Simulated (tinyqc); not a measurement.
# Band bending at a free surface with a continuum of surface states, surface photovoltage and Kelvin probe, step by step

Program tinyqc, `OMP_NUM_THREADS=1 python tinyqc.py 2430073 2430074 out.jsonl`; Intel Xeon 2.30GHz, shared host, one thread, about 0.01 s. Printed values are rounded.

n-type bulk, xi = Ec - EF = Vt ln(Nc/Nd), p0 = ni^2/Nd, ni = sqrt(Nc Nv) exp(-Eg/(2 Vt)), Eg in volts. b is the upward band bending, u = b/Vt. Space charge per area, in units of q: Qc = sign(b) sqrt((2 eps0 eps_r Vt/q) [(Nd + dn)(exp(-u) - 1) + Nd u + (p0 + dn)(exp(u) - 1)]), with dn the excess density under light (flat quasi-Fermi levels; 0 in the dark). The states hold -Ds (E0 - xi - b): negative while the Fermi level lies above the neutrality level. Neutrality: Qc + Qf + (charge of the states) = 0.

Parameters, values chosen for the exercise; band and dielectric values close to those of silicon:
```
symbol    value         unit                                                    meaning
T           350            K                                                temperature
Eg         1.14           eV                                                   band gap
eps_r      11.8                                                   relative permittivity
Nc      3.55e19        cm^-3                     conduction-band density of states at T
Nv      3.29e19        cm^-3                        valence-band density of states at T
chi        4.03           eV                                          electron affinity
Nd       3.8e15        cm^-3                                              donor density
Qf            0        cm^-2                       fixed positive charge at the surface
pt         4.72           eV                             work function of the probe tip
Ds       1.6e12  cm^-2 eV^-1                                  density of surface states
E0         0.49           eV  depth of their neutrality level below the conduction edge
dn        9.9e9        cm^-3                         excess carrier density under light
```

Constants: q = 1.602176634e-19 C, kB = 1.380649e-23 J/K, Vt = kB T/q, eps0 = 8.8541878128e-14 F/cm where lengths are in cm. Results are converted to the units shown.

## Bulk quantities

xi, ni, p0, the Debye length sqrt(eps0 eps_r Vt/(q Nd)) and the flat-band work function chi + xi.

xi = 0.275737 eV
ni = 2.11872e11 cm^-3
p0 = 1.18131e7 cm^-3
Debye length = 71.9430 nm
chi + xi = 4.30574 eV

## Iteration 1: band bending in the dark

b at the start = 0.17 V

Newton step: b(new) = b - (Qc + Qf - Ds (E0 - xi - b))/(dQc/db + Ds), dQc/db = (eps0 eps_r/q) [Nd (1 - exp(-u)) + p0 exp(u)]/Qc.

b after iteration 1 = 0.163429 V

## Iteration 2: band bending in the dark

As before.

b after iteration 2 = 0.163441 V

## Course of the iteration

Stop when b changes by less than 1e-10 V, or after 40 iterations.

Course of the iteration:
```
iteration	b (V)	change (V)
1	0.163429	6.57e-3
2	0.163441	1.18e-5
3	0.163441	3.99e-11
```

Converged in 3 iterations.

## Work function and Kelvin-probe reading

converged b = 0.163441 V

Work function chi + xi + b; contact potential difference CPD = (work function of the sample) - pt. Depth of EF below Ec at the surface: xi + b. Depletion width Qc/Nd.

xi + b = 0.439178 eV
Qc = 8.13144e10 cm^-2
Qc/Nd = 213.985 nm
work function = 4.46918 eV
CPD = -250.822 mV

The Fermi level lies 50.8 meV above the neutrality level.

## Surface photovoltage

Under chopped light the surface charge keeps its dark value, so b falls to bL with Qc(bL, dn) = Qc(b, 0); the photovoltage is b - bL. Qc rises with b, so bL follows by bisection.

bL = 0.163423 V
photovoltage = 0.0176423 mV
share of b removed = 0.0107943 %
excess holes at the surface, dn exp(bL/Vt) = 2.23269e12 cm^-3
